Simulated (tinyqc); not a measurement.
Worked calculation: LDA (VWN5) atom on a uniform radial grid, spin-unpolarised, for N. Computed by tinyqc, a small Python program that keeps every step. Settings: Z = 7, points = 128, R = 7.3, functional = lda,vwn, mixing = 0.2, iteration cap = 78. Command: `OMP_NUM_THREADS=1 python tinyqc.py 23840 23841 out.jsonl` (the two numbers bound the seeds that draw the settings). One thread of a shared host (Intel(R) Xeon(R) Processor @ 2.60GHz), about 0.5 s of CPU time with the checks. Later iterations appear only in the table of the cycle.

## Iteration 1

Spherical atom on a uniform radial grid r_j = j h with h = R/(N + 1), h sum u^2 = 1 and integrals as h times sums, u(0) = u(R) = 0 (atomic units):
```
parameter           value
Z                       7
points N              128
R                7.300000
h                0.056589
mixing           0.200000
electrons in 1s         2
electrons in 2s         2
electrons in 2p         3
```

Three-point differences turn -u''/2 + [l(l+1)/2r^2 - Z/r + V] u = e u into a tridiagonal matrix (diagonal 1/h^2 + potential, off-diagonal -1/2h^2). D = sum f u^2; the Hartree potential y/r solves y'' = -D/r with y(0) = 0, y(R) = N_e; v_xc comes from rho = D/(4 pi r^2); E = sum f e - int D V + int D (V_H/2 + eps_xc); V(new) = V + mixing (V_H + v_xc - V).

eigenvalues (hartree): 1s -23.60764, 2s -6.06608, 2p -6.14551

Every 8th grid point:
```
r           V in     u(1s)      u(2s)     u(2p)         D       V_H       v_xc
0.45271  0.00000   0.73462   -0.68733   1.11729   5.76920  11.59204   -1.37552
0.90543  0.00000   0.06676   -1.08324   0.90799   4.82908   7.38922   -0.83840
1.35814  0.00000   0.00455   -0.58470   0.41666   1.20460   5.12772   -0.42323
1.81085  0.00000   0.00028   -0.23002   0.15131   0.17450   3.86378   -0.19755
2.26357  0.00000  1.57e-05   -0.07730   0.04833   0.01896   3.09235   -0.08901
2.71628  0.00000  8.53e-07   -0.02363   0.01424   0.00172   2.57705   -0.03892
3.16899  0.00000  4.52e-08   -0.00678   0.00397   0.00014   2.20890   -0.01643
3.62171  0.00000  2.35e-09   -0.00186   0.00106  1.03e-05   1.93279   -0.00669
4.07442  0.00000  1.20e-10   -0.00049   0.00027  7.09e-07   1.71804   -0.00264
4.52713  0.00000         0   -0.00013   0.00007  4.65e-08   1.54623   -0.00102
4.97984  0.00000         0  -3.19e-05  1.72e-05  2.93e-09   1.40567   -0.00039
5.43256  0.00000         0  -7.92e-06  4.19e-06  1.78e-10   1.28853   -0.00014
5.88527  0.00000         0  -1.93e-06  1.01e-06  1.05e-11   1.18941   -0.00005
6.33798  0.00000         0  -4.65e-07  2.39e-07         0   1.10445  -9.34e-06
6.79070  0.00000         0  -1.07e-07  5.42e-08         0   1.03082    0.00000
7.24341  0.00000         0  -7.96e-09  4.01e-09         0   0.96640    0.00000
```

total energy = -46.7332135 hartree

## Iteration 2

As before.

eigenvalues (hartree): 1s -20.83267, 2s -4.62197, 2p -4.51534

Every 8th grid point:
```
r           V in     u(1s)      u(2s)     u(2p)         D       V_H       v_xc
0.45271  2.04330   0.75927   -0.59112   1.01615   4.94949  11.11228   -1.30999
0.90543  1.31016   0.07673   -1.07393   0.94816   5.01546   7.24859   -0.84844
1.35814  0.94090   0.00597   -0.66703   0.51527   1.68643   5.10429   -0.46943
1.81085  0.73325   0.00042   -0.30588   0.22493   0.33891   3.86089   -0.24133
2.26357  0.60067  2.77e-05   -0.12087   0.08712   0.05199   3.09205   -0.12026
2.71628  0.50763  1.77e-06   -0.04370   0.03129   0.00676   2.57702   -0.05866
3.16899  0.43849  1.10e-07   -0.01490   0.01067   0.00079   2.20890   -0.02794
3.62171  0.38522  6.75e-09   -0.00487   0.00351   0.00008   1.93279   -0.01295
4.07442  0.34308  4.08e-10   -0.00154   0.00112  8.51e-06   1.71804   -0.00585
4.52713  0.30904  2.44e-11   -0.00048   0.00035  8.19e-07   1.54623   -0.00258
4.97984  0.28106         0   -0.00014   0.00011  7.59e-08   1.40567   -0.00112
5.43256  0.25768         0  -4.30e-05  3.23e-05  6.82e-09   1.28853   -0.00048
5.88527  0.23787         0  -1.26e-05  9.60e-06  5.96e-10   1.18941   -0.00020
6.33798  0.22089         0  -3.66e-06  2.82e-06  5.05e-11   1.10445   -0.00009
6.79070  0.20616         0  -9.94e-07  7.75e-07         0   1.03082  -3.48e-05
7.24341  0.19328         0  -8.13e-08  6.38e-08         0   0.96640    0.00000
```

total energy = -48.7575881 hartree

## Iteration 3

As before.

eigenvalues (hartree): 1s -18.75649, 2s -3.56181, 2p -3.33477

Every 8th grid point:
```
r           V in     u(1s)      u(2s)     u(2p)         D       V_H       v_xc
0.45271  3.59510   0.77795   -0.51493   0.92222   4.29217  10.67452   -1.25194
0.90543  2.32816   0.08519   -1.04854   0.95997   4.97802   7.09234   -0.84644
1.35814  1.67969   0.00733   -0.72794   0.59801   2.13276   5.07032   -0.50473
1.81085  1.31051   0.00057   -0.37765   0.30348   0.56155   3.85525   -0.28121
2.26357  1.07489  4.28e-05   -0.17018   0.13775   0.11485   3.09125   -0.15241
2.71628  0.90977  3.09e-06   -0.07057   0.05831   0.02016   2.57692   -0.08131
3.16899  0.78699  2.19e-07   -0.02771   0.02353   0.00320   2.20889   -0.04271
3.62171  0.69214  1.53e-08   -0.01046   0.00917   0.00047   1.93279   -0.02203
4.07442  0.61690  1.05e-09   -0.00384   0.00348   0.00007   1.71804   -0.01114
4.52713  0.55596  7.19e-11   -0.00138   0.00129  8.82e-06   1.54623   -0.00553
4.97984  0.50575         0   -0.00049   0.00047  1.14e-06   1.40567   -0.00271
5.43256  0.46375         0   -0.00017   0.00017  1.44e-07   1.28853   -0.00131
5.88527  0.42814         0   -0.00006   0.00006  1.77e-08   1.18941   -0.00063
6.33798  0.39758         0  -1.94e-05  2.12e-05  2.11e-09   1.10445   -0.00030
6.79070  0.37109         0  -6.04e-06  6.81e-06  2.12e-10   1.03082   -0.00013
7.24341  0.34790         0  -5.29e-07  6.06e-07         0   0.96640  -2.54e-05
```

total energy = -50.1152407 hartree

## Convergence

Stop when input and output potentials agree to 1e-7.

Course of the cycle (hartree):
```
iteration            E      e(1s)     e(2s)     e(2p)  largest |V(out) - V(in)|
1          -46.7332135  -23.60764  -6.06608  -6.14551                  1.69e+01
2          -48.7575881  -20.83267  -4.62197  -4.51534                  1.27e+01
3          -50.1152407  -18.75649  -3.56181  -3.33477                  9.40e+00
4          -50.9953321  -17.21664  -2.78441  -2.48307                  6.91e+00
5          -51.5441213  -16.08564  -2.21507  -1.87046                  5.03e+00
6          -51.8716567  -15.26359  -1.79868  -1.43071                  3.62e+00
7          -52.0579170  -14.67243  -1.49463  -1.11535                  2.59e+00
8          -52.1585162  -14.25159  -1.27291  -0.88913                  1.84e+00
9          -52.2100746  -13.95457  -1.11134  -0.72658                  1.30e+00
10         -52.2352141  -13.74618  -0.99352  -0.60939                  9.18e-01
11         -52.2469569  -13.60035  -0.90740  -0.52445                  6.50e-01
...                ...        ...       ...       ...                       ...
67         -52.2567127  -13.22556  -0.64730  -0.27159                  8.06e-07
68         -52.2567127  -13.22556  -0.64730  -0.27159                  6.40e-07
69         -52.2567127  -13.22556  -0.64730  -0.27159                  5.09e-07
70         -52.2567127  -13.22556  -0.64730  -0.27159                  4.04e-07
71         -52.2567127  -13.22556  -0.64730  -0.27159                  3.21e-07
72         -52.2567127  -13.22556  -0.64730  -0.27159                  2.55e-07
73         -52.2567127  -13.22556  -0.64730  -0.27159                  2.03e-07
74         -52.2567127  -13.22556  -0.64730  -0.27159                  1.61e-07
75         -52.2567127  -13.22556  -0.64730  -0.27159                  1.28e-07
76         -52.2567127  -13.22556  -0.64730  -0.27159                  1.01e-07
77         -52.2567127  -13.22556  -0.64730  -0.27159                  8.06e-08
```

Converged in 77 iterations. A uniform grid resolves the cusp poorly: for a bare nucleus this grid gives 1s at -23.60764 against -Z^2/2 = -24.5 hartree. Before convergence this energy mixes input and output and is not variational, so it may rise towards its limit.
